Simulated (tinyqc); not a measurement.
# A stack of flat layers between unequal leads with mass mismatch, transfer matrices: effects of single changes

One electron of energy E comes from the left lead (band edge 0); no transverse momentum. Parabolic bands, masses in units of m0, C = hbar^2/(2 m0); psi and psi'/m are continuous at every interface. The layers follow each other from left to right, then the right lead.

Values chosen for this exercise; masses and band edges of a made-up stack: mass in the left lead mL = 0.042 m0; band edges of the layers, left to right U = [0.18, 0.03] eV; masses of the layers m = [0.056, 0.067] m0; widths of the layers d = [2, 1.8] nm; band edge of the right lead UR = -0.06 eV; mass in the right lead mR = 0.058 m0; electron energy E = 0.816 eV.

Constants: q = 1.602176634e-19 C, hbar = 1.054571817e-34 J s, m0 = 9.1093837015e-31 kg, hbar^2/(2 m0) = 0.0380998212 eV nm^2. Results are converted to the units shown.

Each table varies one quantity; the others keep the values above.

## Transmission against energy

For the pair (psi, psi'/m) a flat layer has M = [[cos kd, (m/k) sin kd], [-(k/m) sin kd, cos kd]] with k = sqrt(m (E - U)/C) above its edge U, and M = [[cosh Kd, (m/K) sinh Kd], [(K/m) sinh Kd, cosh Kd]] with K = sqrt(m (U - E)/C) below it. The matrices are multiplied with later layers to the left. With M acting on (psi, psi'/m) and v = k/m in each lead, T(E) = 4 vL vR/[(vL vR M12 - M21)^2 + (vR M11 + vL M22)^2]. The last column is exp(-2 sum K d) over the layers with U > E.

Transmission against energy:
```
E (eV)    T(E)  exp(-2 sum K d)
0.042   0.2623           0.1651
0.123   0.5295           0.3142
0.204   0.7214            1.000
0.286   0.8512            1.000
0.367   0.9268            1.000
0.448   0.9652            1.000
0.529   0.9802            1.000
0.611   0.9827            1.000
0.692   0.9796            1.000
0.773   0.9752            1.000
0.855   0.9715            1.000
0.936   0.9695            1.000
```

Read the table: what changes, and by how much?

T(E) runs from 0.262 at 0.042 eV to 0.970 at 0.936 eV; among the rows its largest value is 0.983 at 0.611 eV.

## Effect of the right lead

Same model as above.

The layers inside are not moved.

Effect of the right lead:
```
UR (eV)  vR (1/nm)    T(E)  bare step 4 vL vR/(vL + vR)^2
-0.52        24.59  0.9436                         0.9982
-0.341       22.88  0.9559                          1.000
-0.162       21.04  0.9674                         0.9987
0.018        19.00  0.9767                         0.9926
0.197        16.74  0.9813                         0.9779
0.376        14.11  0.9748                         0.9467
0.555        10.87  0.9380                         0.8774
0.734        6.092  0.7681                         0.6693
```

T(E) goes from 0.944 through a maximum of 0.981 (at UR = 0.197 eV among the rows listed) to 0.768, while the bare step between the leads goes from 0.998 through a maximum of 1.00 (at UR = -0.341 eV among the rows listed) to 0.669 (it is 1 where vR equals vL = 22.6 1/nm). The largest T(E) among the rows, 0.9813, is at UR = 0.197 eV.

Range of the model: Masses are held fixed, although real bands cease to be parabolic a few tenths of an eV from their edges (inside a barrier too).

Numbers from tinyqc (`OMP_NUM_THREADS=1 python tinyqc.py 2560028 2560029 out.jsonl`; about 0.01 s on one thread of a shared Intel Xeon 2.30GHz).
